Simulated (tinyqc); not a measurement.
Deformation-potential model of the L valleys of a conduction band, step by step. Values are carried at full precision from step to step, so a last printed digit may differ when a step is redone from the rounded ones.

s11 = (C11 + C12)/((C11 - C12)(C11 + 2 C12)), s12 = -C12/((C11 - C12)(C11 + 2 C12)), s44 = 1/C44; exx = s11 sxx + s12 (syy + szz) and cyclic, exy = s44 sxy/2; tension is positive. A uniaxial stress X along the unit vector n is s_ij = X n_i n_j.

Constants: kB = 8.617333262e-05 eV/K; hbar^2/2m0 = 3.80998211 eV angstrom^2.

Parameters, chosen for this exercise (near those of Ge; not measured data): C11 = 122.3 GPa; C12 = 48.2 GPa; C44 = 68.3 GPa; load = uniaxial [110] (kind of stress); X = 1.39 GPa (stress); Xd = -5.99 eV (dilation potential); Xu = 16.69 eV (uniaxial potential); T = 300 K (temperature); ml = 1.604 m0 (longitudinal mass); mt = 0.081 m0 (transverse mass).

## Strain from a uniaxial [110] stress

Form the compliances and the strain.

s11, s12, s44 (1/TPa): [10.5210, -2.9743, 14.6413]

strain tensor, rows x, y, z and columns alike:
$$\begin{pmatrix}
0.005245 & 0.005088 & 0.000000 \\
0.005088 & 0.005245 & 0.000000 \\
0.000000 & 0.000000 & -0.004134
\end{pmatrix}$$

## Valley shifts

Valleys with axes along [111], [1-1-1], [-11-1] and [-1-11], one whole valley each. Herring-Vogt shift of a valley with unit axis a: dE = Xd tr(e) + Xu a.e.a. Non-degenerate shares n_i = exp(-dE_i/kT)/sum_j exp(-dE_j/kT). Inverse mass tensor of a valley: (1 - a a)/mt + a a/ml; the masses are taken as independent of strain.

Apply the Herring-Vogt formula to each valley.

Xd tr(e) = -38.07 meV

a.e.a: [111] 0.005510, [1-1-1] -0.001273, [-11-1] -0.001273, [-1-11] 0.005510

shifts dE (meV): [111] 53.90, [1-1-1] -59.32, [-11-1] -59.32, [-1-11] 53.90

The lowest valleys are [1-1-1] and [-11-1], 113.2 meV below the highest; the mean shift over all valleys is (Xd + Xu/3) tr(e) = -2.71 meV.

## Shares of the electrons

Boltzmann factors of the shifts.

kT = 25.852 meV

shares: [111] 0.0062, [1-1-1] 0.4938, [-11-1] 0.4938, [-1-11] 0.0062

effective number of valley axes, 1/(largest share) = 2.025

## Conductivity mass tensor

With one scattering time for all valleys the conductivity goes as M = sum_i n_i (inverse mass tensor of valley i); along the unit vector u, 1/m_c = u.M.u. Without stress 1/m_c = (1/ml + 2/mt)/3. Take u along [110].

M (1/m0), rows x, y, z and columns alike:
$$\begin{pmatrix}
8.438 & 3.811 & 0.000 \\
3.811 & 8.438 & 0.000 \\
0.000 & 0.000 & 8.438
\end{pmatrix}$$

m_c along [110] = 0.0816 m0
m_c without stress = 0.1185 m0

The repopulation alone changes the mobility along [110] by +45.2 %; with all electrons in the valleys lightest or heaviest along this direction it would change by +46 or -46 %.

## Effective density of states

Each of the 4 whole valleys has m_d = (ml mt^2)^(1/3) and N = 2 (m_d kT/(4 pi c))^(3/2), c = hbar^2/2m0. Counted from the lowest edge, Nc = N x sum_i exp(-(dE_i - dE_min)/kT). 1 angstrom^-3 = 1e24 cm^-3.

m_d = 0.2191 m0
N of one valley = 2.574e+18 cm^-3
Nc under stress = 5.213e+18 cm^-3
Nc without stress = 1.030e+19 cm^-3

## Piezoresistance from repopulation

For small stress d(rho)/rho = pi X. For valleys on the <111> axes pi11 = pi12 = 0 and pi44 = -Xu s44/(3 kT) x (K - 1)/(2K + 1), K = ml/mt. For stress along [110]: pi_l = (pi11 + pi12 + pi44)/2 with the current along it and pi_t = (pi11 + pi12 - pi44)/2 with the current along [1-10]. 1/GPa = 100 x 1e-11/Pa.

K = 19.802

pi11, pi12, pi44 (1e-11/Pa): [0.0, 0.0, -145.9]

pi_l, pi_t for [110] (1e-11/Pa): [-73.0, 73.0]

Only the transfer between valleys is counted; changes of mass and of intervalley scattering add to it in a real crystal.

## Checks

- Conductivity mass at zero stress against 3/(1/ml + 2/mt): both 0.1185078.
- Piezoresistance coefficients by finite differences against the closed form: largest difference 4.3e-09.

Program tinyqc; command `OMP_NUM_THREADS=1 python tinyqc.py 1050036 1050037 out.jsonl`; about 0.02 s on one thread of a shared Intel(R) Xeon(R) Processor @ 2.30GHz.
